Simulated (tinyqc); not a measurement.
Empirical pseudopotential in a few plane waves, step by step. One step of it, computed by the program tinyqc.

Problem. Levels at G. Diagonalise the Hermitian matrix.

H(k) at G (eV):
```
           +0+0+0     -1-1-1     -1-1+1     -1+1-1     -1+1+1     +1-1-1     +1-1+1     +1+1-1
+0+0+0   0.000000   2.001101  -2.001101  -2.001101  -2.001101  -2.001101  -2.001101  -2.001101
-1-1-1   2.001101  14.440436   0.000000   0.000000  -0.204085   0.000000  -0.204085  -0.204085
-1-1+1  -2.001101   0.000000  14.440436   0.204085   0.000000   0.204085   0.000000   0.000000
-1+1-1  -2.001101   0.000000   0.204085  14.440436   0.000000   0.204085   0.000000   0.000000
-1+1+1  -2.001101  -0.204085   0.000000   0.000000  14.440436   0.000000   0.204085   0.204085
+1-1-1  -2.001101   0.000000   0.204085   0.204085   0.000000  14.440436   0.000000   0.000000
+1-1+1  -2.001101  -0.204085   0.000000   0.000000   0.204085   0.000000  14.440436   0.204085
+1+1-1  -2.001101  -0.204085   0.000000   0.000000   0.204085   0.000000   0.204085  14.440436
+1+1+1   2.001101   0.000000  -0.204085  -0.204085   0.000000  -0.204085   0.000000   0.000000
-2+0+0   0.000000  -2.001101  -2.001101  -2.001101   2.001101   0.548379  -0.548379  -0.548379
+0-2+0   0.000000  -2.001101  -2.001101   0.548379  -0.548379  -2.001101   2.001101  -0.548379
+0+0-2   0.000000  -2.001101   0.548379  -2.001101  -0.548379  -2.001101  -0.548379   2.001101
+0+0+2   0.000000  -0.548379   2.001101  -0.548379  -2.001101  -0.548379  -2.001101   0.548379
+0+2+0   0.000000  -0.548379  -0.548379   2.001101  -2.001101  -0.548379   0.548379  -2.001101
+2+0+0   0.000000  -0.548379  -0.548379  -0.548379   0.548379   2.001101  -2.001101  -2.001101

           +1+1+1     -2+0+0     +0-2+0     +0+0-2     +0+0+2     +0+2+0     +2+0+0
+0+0+0   2.001101   0.000000   0.000000   0.000000   0.000000   0.000000   0.000000
-1-1-1   0.000000  -2.001101  -2.001101  -2.001101  -0.548379  -0.548379  -0.548379
-1-1+1  -0.204085  -2.001101  -2.001101   0.548379   2.001101  -0.548379  -0.548379
-1+1-1  -0.204085  -2.001101   0.548379  -2.001101  -0.548379   2.001101  -0.548379
-1+1+1   0.000000   2.001101  -0.548379  -0.548379  -2.001101  -2.001101   0.548379
+1-1-1  -0.204085   0.548379  -2.001101  -2.001101  -0.548379  -0.548379   2.001101
+1-1+1   0.000000  -0.548379   2.001101  -0.548379  -2.001101   0.548379  -2.001101
+1+1-1   0.000000  -0.548379  -0.548379   2.001101   0.548379  -2.001101  -2.001101
+1+1+1  14.440436  -0.548379  -0.548379  -0.548379  -2.001101  -2.001101  -2.001101
-2+0+0  -0.548379  19.253914   0.204085   0.204085  -0.204085  -0.204085   0.000000
+0-2+0  -0.548379   0.204085  19.253914   0.204085  -0.204085   0.000000  -0.204085
+0+0-2  -0.548379   0.204085   0.204085  19.253914   0.000000  -0.204085  -0.204085
+0+0+2  -2.001101  -0.204085  -0.204085   0.000000  19.253914   0.204085   0.204085
+0+2+0  -2.001101  -0.204085   0.000000  -0.204085   0.204085  19.253914   0.204085
+2+0+0  -2.001101   0.000000  -0.204085  -0.204085   0.204085   0.204085  19.253914
```

Give: eigenvalues.

Solution.

eigenvalues (eV): -1.891  11.062  11.062  11.062  11.938  14.236  14.236  14.236  16.943  18.846  18.846  22.428  22.428  22.428  23.185
